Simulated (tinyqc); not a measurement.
# Thin-film transistor with exponential tail and deep states, accumulation layer: what changes with what

An undoped film in accumulation, thicker than the space-charge layer. With band bending psi the Fermi level lies E0 - psi below the band edge. Free electrons n = n0 exp(psi/Vt) carry the current; electrons in two exponential distributions of traps, a = a0 exp(psi/Va) and d = d0 exp(psi/Vp), do not. Linear regime, ohmic contacts, traps in equilibrium.

Inputs (values chosen for the exercise); values close to those of amorphous indium gallium zinc oxide: temperature T = 300 K; relative permittivity of the semiconductor eps_r = 10; density of extended states Nc = 5.3e18 cm^-3; band mobility mb = 13 cm^2/(V s); total density of tail states Nt = 5.1e18 cm^-3; characteristic temperature of the tail Tt = 410 K; total density of deep states Nd = 1e17 cm^-3; characteristic temperature of the deep states Td = 2070 K; bulk Fermi level below the band edge E0 = 0.69 eV; gate capacitance Ci = 100 nF/cm^2; ratio W/L WL = 2; drain voltage Vd = 0.05 V; gate voltage above flat band Vg = 3.4 V.

Constants: q = 1.602176634e-19 C, kB = 1.380649e-23 J/K, Vt = kB T/q, eps0 = 8.8541878128e-14 F/cm where lengths are in cm. Results are converted to the units shown.

Each table varies one quantity; the others keep the values above.

## Transfer curve

Va = kB Tt/q, Vp = kB Td/q; n0 = Nc exp(-E0/Vt), a0 = Nt th(T/Tt) exp(-E0/Va), d0 = Nd th(T/Td) exp(-E0/Vp), th(x) = pi x/sin(pi x). G(psi) = sum over the three kinds of c0 [V (exp(psi/V) - 1) - psi], field F = sqrt(2 q G/(eps0 eps_r)); Vg = psi + eps0 eps_r F/Ci at the surface. Total charge Q = Ci (Vg - psi_s); free charge Qf = q times the integral of n0 (exp(psi/Vt) - 1)/F over psi from 0 to psi_s; I = (W/L) mb Qf Vd; effective mobility mb Qf/Q. The last column is d ln I/d ln Vg.

Result of one run:

| Vg (V) | E0 - psi_s (eV) | Q (nC/cm^2) | free share (%) | effective mobility (cm^2/(V s)) | I (nA) | exponent |
|---|---|---|---|---|---|---|
| 4.2 | 0.01626 | 352.6 | 12.87 | 1.674 | 59.01 | 1.999 |

What becomes of these results when the gate voltage above flat band Vg is changed from 4.2 to 0.59 V, all else the same?

Result of the changed run:

| Vg (V) | E0 - psi_s (eV) | Q (nC/cm^2) | free share (%) | effective mobility (cm^2/(V s)) | I (nA) | exponent |
|---|---|---|---|---|---|---|
| 0.59 | 0.3276 | 22.76 | 0.01331 | 0.001730 | 0.003938 | 10.16 |

The whole series:

| Vg (V) | E0 - psi_s (eV) | Q (nC/cm^2) | free share (%) | effective mobility (cm^2/(V s)) | I (nA) | exponent |
|---|---|---|---|---|---|---|
| 0.14 | 0.5938 | 4.383 | 1.420e-5 | 1.846e-6 | 8.092e-7 | 2.652 |
| 0.22 | 0.5415 | 7.150 | 3.948e-5 | 5.133e-6 | 3.670e-6 | 4.195 |
| 0.36 | 0.4548 | 12.48 | 3.393e-4 | 4.411e-5 | 5.505e-5 | 6.981 |
| 0.59 | 0.3276 | 22.76 | 0.01331 | 0.001730 | 0.003938 | 10.16 |
| 0.96 | 0.1906 | 46.06 | 0.6815 | 0.08859 | 0.4081 | 7.239 |
| 1.6 | 0.1081 | 101.8 | 3.878 | 0.5042 | 5.133 | 3.476 |
| 2.6 | 0.05724 | 196.7 | 8.073 | 1.050 | 20.65 | 2.432 |
| 4.2 | 0.01626 | 352.6 | 12.87 | 1.674 | 59.01 | 1.999 |

The current rises from 8.09e-7 to 59.0 nA and the free share rises from 1.42e-5 to 12.9 %; the exponent goes from 2.65 through a maximum of 10.2 (at Vg = 0.59 V among the rows listed) to 2.00. If one kind of trap held all the charge, I would go as Q^(2 Tx/T - 1): 12.8 for the deep states, 1.73 for the tail and 1 for free electrons alone. At Vg = 4.2 V the surface Fermi level is within 2 Vt of the band edge, where the exponential forms fail. For Vg = 1.6 to 4.2 V the th form, which assumes a Fermi level far below the edge, overcounts the filled tail at the surface by more than 15 %.

## Effect of the total density of deep states

Same model as above.

Results:

| Nd (cm^-3) | E0 - psi_s (eV) | Q (nC/cm^2) | free share (%) | effective mobility (cm^2/(V s)) | I (nA) |
|---|---|---|---|---|---|
| 1e16 | 0.03205 | 274.2 | 11.96 | 1.554 | 42.62 |
| 5.8e16 | 0.03286 | 274.3 | 11.22 | 1.458 | 40.00 |
| 1.4e17 | 0.03428 | 274.4 | 10.22 | 1.328 | 36.45 |
| 3.4e17 | 0.03789 | 274.8 | 8.325 | 1.082 | 29.74 |
| 8.3e17 | 0.04770 | 275.8 | 5.156 | 0.6702 | 18.48 |
| 2e18 | 0.07745 | 278.7 | 1.439 | 0.1871 | 5.216 |

Estimate the missing row, Nd = 2.4e16 cm^-3.

Computed row:

| Nd (cm^-3) | E0 - psi_s (eV) | Q (nC/cm^2) | free share (%) | effective mobility (cm^2/(V s)) | I (nA) |
|---|---|---|---|---|---|
| 2.4e16 | 0.03228 | 274.2 | 11.72 | 1.523 | 41.77 |

With this row back in the table: As Nd goes from 1e16 to 2e18 cm^-3, the free share falls from 12.0 to 1.44 %, the distance of the Fermi level from the edge rises from 0.0320 to 0.0775 eV and the current falls from 42.6 to 5.22 nA. Q varies by only 1.6 %: the gate sets the charge, the traps decide how much of it moves. For Nd = 1e16 to 8.3e17 cm^-3 the surface Fermi level is within 2 Vt of the band edge, where the exponential forms fail. In every row the th form, which assumes a Fermi level far below the edge, overcounts the filled tail at the surface by more than 15 %.

Numbers from tinyqc (`OMP_NUM_THREADS=1 python tinyqc.py 2610060 2610061 out.jsonl`; about 0.02 s on one thread of a shared Intel Xeon 2.30GHz).
